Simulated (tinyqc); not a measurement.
Thin-film resistivity, exact integral against the thick limit.

Fuchs-Sondheimer for a film of thickness d, k = d/lam: rho0/rho = 1 - (3 (1 - ps)/(2 k)) int_1^infinity (t^-3 - t^-5)(1 - exp(-k t))/(1 - ps exp(-k t)) dt; thick limit rho/rho0 = 1 + 3 (1 - ps)/(8 k).

Inputs (values chosen for the exercise); metal values close to those of copper: bulk resistivity rho0 = 1.66 uohm cm; bulk mean free path lam = 40.5 nm; specular share of surface scattering ps = 0.

Thin-film resistivity, exact integral against the thick limit:
```
d (nm)	k	rho/rho0, exact	thick limit	error of the limit (%)	rho (uohm cm)
2	0.049383	7.7971	8.5938	10.2	12.943
3.9	0.096296	4.9031	4.8942	-0.182	8.1392
7.6	0.18765	3.2148	2.9984	-6.73	5.3366
15	0.37037	2.2112	2.0125	-8.98	3.6705
29	0.71605	1.6475	1.5237	-7.51	2.7348
56	1.3827	1.3292	1.2712	-4.36	2.2064
110	2.7160	1.1578	1.1381	-1.70	1.9219
210	5.1852	1.0779	1.0723	-0.519	1.7893
400	9.8765	1.0395	1.0380	-0.144	1.7255
```

rho/rho0 falls from 7.80 to 1.04. The error of the thick limit goes from 10 through a minimum of -9.0 (at d = 15 nm among the rows listed) to -0.14 %; it stays within 5 % for k of 1.383 and above among the rows listed. The change of sign at small k is a crossing of two different laws, not agreement.

Numbers from tinyqc (`OMP_NUM_THREADS=1 python tinyqc.py 2100085 2100086 out.jsonl`; about 0.01 s on one thread of a shared Intel Xeon 2.30GHz).
